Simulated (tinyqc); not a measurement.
Length of a polyene: Hueckel, PPP and singles CI along the polyenes. Computed by the program tinyqc. Hueckel uses the same beta without repulsion; CIS keeps all single excitations and so misses the low, doubly excited 2Ag state. W is the valence ionisation energy of a centre, MN the Mataga-Nishimoto formula, f the oscillator strength.

All-trans chains of carbon centres 1.40 angstrom apart:
```
parameter,value
"beta (eV), times 1 +/- alternation",-2.640000
alternation,0.100000
W (eV),11.160000
gamma_rr (eV),9.640000
repulsion formula,Ohno
```

Gaps and excitations (eV):
```
centres,Hueckel gap,PPP orbital gap,bright singlet (CIS),f,lowest triplet (CIS)
2,5.808,12.842,7.111,0.610,4.505
4,3.899,10.233,5.579,1.120,3.303
8,2.534,8.171,4.180,1.964,2.429
10,2.221,7.679,3.816,2.332,2.250
12,2.005,7.342,3.559,2.678,2.138
```

Estimate the missing row, centres = 6.

Computed row:
```
centres  Hueckel gap  PPP orbital gap  bright singlet (CIS)      f  lowest triplet (CIS)
6              3.027            8.933                 4.719  1.564                 2.733
```

The Hueckel gap tends to 4 x alternation x |beta| = 1.06 eV for long chains. Exchange opens the PPP orbital gap, and the attraction of electron and hole brings the bright state 3.78 eV below it at 12 centres; the triplet lies 1.42 eV lower still.
